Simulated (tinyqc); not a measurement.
Comparisons within one model: free and nearly free electrons in a metal. A value that a table varies takes the place of the one given here.

The cubic cell holds 4 atoms: n = 4 z/a^3, kF = (3 pi^2 n)^(1/3), EF = c kF^2/m, vF = 2 c kF/(m hbar), c = hbar^2/2m0; rs = (3/(4 pi n))^(1/3)/a0; D(EF) = 3 n/(2 EF).

Two plane waves k and k - G, G = (111) (2 pi/a): H = [[c k^2/m, V], [V, c (k - G)^2/m]] with c = hbar^2/2m0.

Square wire of width w with grain size w: rho/rho0 = 1/(1 - 3 al/2 + 3 al^2 - 3 al^3 ln(1 + 1/al)) + (3/4) (1 - p) l/w, with al = (l/w) Rg/(1 - Rg) (Mayadas-Shatzkes plus the thick-wire form of Fuchs-Sondheimer); l = hbar kF/(n e^2 rho), e = 1.602176634e-19 C.

Constants: hbar^2/2m0 = 3.80998211 eV angstrom^2; hbar = 6.58211957e-16 eV s; a0 (Bohr radius) = 0.5291772105 angstrom.

Values chosen for the exercise (near those of Au, whose d bands this model ignores; shifted at random, so the results belong to these values and not to a real crystal): a = 4.099 angstrom (fcc lattice constant); z = 1 (free electrons an atom); m = 1 m0 (mass); rho = 2.24 micro-ohm cm (bulk resistivity); p = 0.5 (specularity of the surfaces); Rg = 0.42 (reflection at grain boundaries); w = 20 nm (wire width).

## When the Fermi surface touches the face

On the face the lower band is E = c (G^2/4 + q^2)/m - V, q along the face. EF is held at its free value. A neck opens where EF > c G^2/(4m) - V, with radius q; the second band fills where EF > c G^2/(4m) + V.

Necks:

| V (eV) | lower band at the face centre (eV) | neck radius (1/angstrom) | radius/kF |
|---|---|---|---|
| 0.2 | 6.514 | - | - |
| 0.5 | 6.214 | - | - |
| 0.8 | 5.914 | - | - |
| 1.1 | 5.614 | - | - |
| 1.4 | 5.314 | 0.2015 | 0.168 |
| 1.8 | 4.914 | 0.3815 | 0.318 |
| 2.2 | 4.514 | 0.5006 | 0.418 |
| 2.6 | 4.114 | 0.5963 | 0.498 |

EF = 5.469 eV
c G^2/(4m) = 6.714 eV

How do the results move?

Contact needs V > 1.245 eV. It is first met at V = 1.4 eV of those listed, and the radius then grows as the square root of the excess, to 0.498 kF at 2.6 eV. EF is held at its free value here; a count of states lowers it as V grows, strongly for V of an eV or more, so the threshold is a lower bound, the radii are upper bounds, and some necks may vanish.

## Resistivity of narrow wires

Wires:

| w (nm) | al | grain term (factor - 1) | surface term | rho (micro-ohm cm) |
|---|---|---|---|---|
| 200 | 0.137 | 0.198 | 0.071 | 2.84 |
| 100 | 0.274 | 0.390 | 0.142 | 3.43 |
| 50 | 0.548 | 0.766 | 0.284 | 4.59 |
| 30 | 0.913 | 1.261 | 0.473 | 6.12 |
| 20 | 1.370 | 1.875 | 0.709 | 8.03 |
| 14 | 1.957 | 2.662 | 1.013 | 10.47 |
| 10 | 2.740 | 3.709 | 1.419 | 13.73 |
| 7 | 3.914 | 5.277 | 2.027 | 18.60 |

l = 37.83 nm

What can be read from the table?

At 7 nm the resistivity is 8.30 times the bulk value; grain boundaries add more (5.28 from grains, 2.03 from surfaces). It passes twice the bulk value between 100 and 50 nm. The surface formula is meant for w above l = 38 nm, so the rows below that are rough.

## What sets the wire resistivity

All results formed anew. Each row changes one parameter from the base and keeps the others.

Results:

| case | EF (eV) | l (nm) | wire rho (micro-ohm cm) |
|---|---|---|---|
| base | 5.469 | 37.83 | 8.029 |
| a = 4.222 angstrom | 5.155 | 40.14 | 8.377 |
| m = 1.2 m0 | 4.557 | 37.83 | 8.029 |
| rho = 2.688 micro-ohm cm | 5.469 | 31.53 | 8.492 |
| p = 0.8 | 5.469 | 37.83 | 7.076 |
| Rg = 0.294 | 5.469 | 37.83 | 6.273 |
| w = 14 nm | 5.469 | 37.83 | 10.473 |

What can be read from the table?

The largest shifts from the base row, up to three for each result and ties (the steps differ in size, so this ranks the rows, not the parameters). EF (eV): m -0.911, a -0.314; unchanged at the printed digits by rho, p, Rg and w. l (nm): rho -6.31, a +2.30; unchanged at the printed digits by m, p, Rg and w. wire rho (micro-ohm cm): w +2.444, Rg -1.756, p -0.953; unchanged at the printed digits by m. The mass drops out of l at given rho, because vF falls and tau rises by the same factor.

(tinyqc, `OMP_NUM_THREADS=1 python tinyqc.py 1650713 1650714 out.jsonl`, Intel(R) Xeon(R) Processor @ 2.30GHz, 1 thread, shared host, about 0.01 s.)
